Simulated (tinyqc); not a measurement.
# Free and trapped electrons in a MOS channel with a dense trap tail: what changes with what

p-type body, charge-sheet picture, full ionisation (an idealisation for deep acceptors), Boltzmann statistics for free electrons. e = Ec - EF at the surface. Acceptor-like traps of density D(E) = D0 + De exp(-E/Ew) at depth E below Ec, from 0 to Eu, hold n_t = integral of D(E)/(1 + exp((e - E)/Vt)). psi = Eg - Vt ln(Nv/Na) - e; N_dep = sqrt(2 eps0 eps_r Na (psi - Vt)/q); n_f = sqrt(N_dep^2 + 2 eps0 eps_r Vt Nc exp(-e/Vt)/q) - N_dep; Vg = Vfb + psi + q (N_dep + n_t + n_f)/Cox, Cox = eps0 eox/tox.

Values chosen for this exercise; band and dielectric values close to those of 4H silicon carbide: temperature T = 300 K; band gap Eg = 3.26 eV; relative permittivity eps_r = 9.71; conduction-band density of states at T Nc = 1.69e19 cm^-3; valence-band density of states at T Nv = 2.5e19 cm^-3; relative permittivity of the insulator eox = 3.9; insulator thickness tox = 68 nm; acceptor density Na = 1.8e17 cm^-3; flat-band voltage without trapped charge Vfb = -2.48 V; constant background density of acceptor-like traps D0 = 1.2e10 cm^-2 eV^-1; density of the tail at the conduction edge De = 3.8e13 cm^-2 eV^-1; decay energy of the tail Ew = 0.07 eV; depth below Ec down to which the traps reach Eu = 0.86 eV; mobility of free electrons mf = 110 cm^2/(V s).

Constants: q = 1.602176634e-19 C, kB = 1.380649e-23 J/K, Vt = kB T/q, eps0 = 8.8541878128e-14 F/cm where lengths are in cm. Results are converted to the units shown.

Each table varies one quantity; the others keep the values above.

## Free and trapped charge against gate voltage

Free share n_f/(n_f + n_t); swing ln 10 n_f/(dn_f/dVg); field-effect mobility mf q (dn_f/dVg)/Cox, for a constant mf; oxide field q (N_dep + n_t + n_f)/(eps0 eox).

Free and trapped charge against gate voltage:

| Vg (V) | e (eV) | n_f (cm^-2) | n_t (cm^-2) | free share (%) | swing (mV/decade) | field-effect mobility (cm^2/(V s)) | oxide field (MV/cm) |
|---|---|---|---|---|---|---|---|
| 7.6 | 0.3729 | 5.553e5 | 2.219e10 | 0.002503 | 185.5 | 0.002393 | 1.077 |
| 9.4 | 0.1456 | 3.509e9 | 4.235e11 | 0.8216 | 1257 | 2.230 | 1.308 |
| 11.1 | 0.08971 | 3.002e10 | 8.957e11 | 3.243 | 2542 | 9.438 | 1.550 |
| 12.9 | 0.05536 | 1.109e11 | 1.361e12 | 7.537 | 3897 | 22.75 | 1.809 |
| 14.6 | 0.03212 | 2.635e11 | 1.730e12 | 13.22 | 5242 | 40.17 | 2.056 |
| 16.3 | 0.01392 | 5.072e11 | 2.012e12 | 20.13 | 6845 | 59.22 | 2.303 |
| 18.1 | -0.001453 | 8.609e11 | 2.218e12 | 27.96 | 9012 | 76.34 | 2.566 |
| 19.8 | -0.01318 | 1.264e12 | 2.345e12 | 35.03 | 1.153e4 | 87.62 | 2.814 |
| 21.6 | -0.02338 | 1.740e12 | 2.433e12 | 41.70 | 1.461e4 | 95.20 | 3.077 |

n_f reaches 1e11 cm^-2 at Vg = 12.7 V, against 8.57 V without traps. The free share rises from 0.00250 to 41.7 % and the field-effect mobility rises from 0.00239 to 95.2 cm^2/(V s), although mf = 110 is constant: in the last row 86.5 % of Cox dVg goes into free electrons. The swing in the first row is 185 mV a decade (Vt ln 10 = 59.5). For Vg = 14.6, 16.3, 18.1, 19.8, 21.6 EF lies less than 2 Vt below the band edge, or above it, where degeneracy and confinement, left out, matter.

## Effect of the decay energy of the tail

VT is the Vg for n_f = 1e11 cm^-2; swing ln 10 n_f/(dn_f/dVg) at n_f = 1e8 cm^-2; the last three columns are for Vg = VT + 5.4 V, with free share n_f/(n_f + n_t) and field-effect mobility mf q (dn_f/dVg)/Cox; there EF is near the band edge, where Boltzmann statistics are rough.

Effect of the decay energy of the tail:

| Ew (eV) | e at VT (eV) | VT (V) | q n_t/Cox at VT (V) | swing (mV/decade) | n_f (cm^-2) | free share (%) | field-effect mobility (cm^2/(V s)) |
|---|---|---|---|---|---|---|---|
| 0.03 | 0.05811 | 9.592 | 1.026 | 151.5 | 1.182e12 | 56.62 | 91.83 |
| 0.05 | 0.05811 | 10.99 | 2.425 | 238.6 | 9.845e11 | 38.84 | 83.13 |
| 0.07 | 0.05811 | 12.73 | 4.161 | 441.8 | 8.669e11 | 28.08 | 76.56 |
| 0.09 | 0.05811 | 14.66 | 6.094 | 724.8 | 7.915e11 | 21.38 | 71.65 |
| 0.11 | 0.05811 | 16.71 | 8.146 | 1043 | 7.399e11 | 16.99 | 67.94 |
| 0.13 | 0.05811 | 18.83 | 10.27 | 1367 | 7.026e11 | 13.98 | 65.06 |
| 0.15 | 0.05811 | 20.99 | 12.42 | 1680 | 6.745e11 | 11.81 | 62.78 |
| 0.17 | 0.05811 | 23.15 | 14.58 | 1976 | 6.528e11 | 10.21 | 60.93 |

What does the comparison show?

As Ew goes from 0.03 to 0.17, VT rises from 9.59 to 23.1 V, its part due to traps rises from 1.03 to 14.6 V, the swing rises from 152 to 1980 mV/decade and the field-effect mobility falls from 91.8 to 60.9 cm^2/(V s).

Computed by the program tinyqc: `OMP_NUM_THREADS=1 python tinyqc.py 2222099 2222100 out.jsonl`, one thread of a shared Intel Xeon 2.30GHz, about 0.02 s for the whole run.
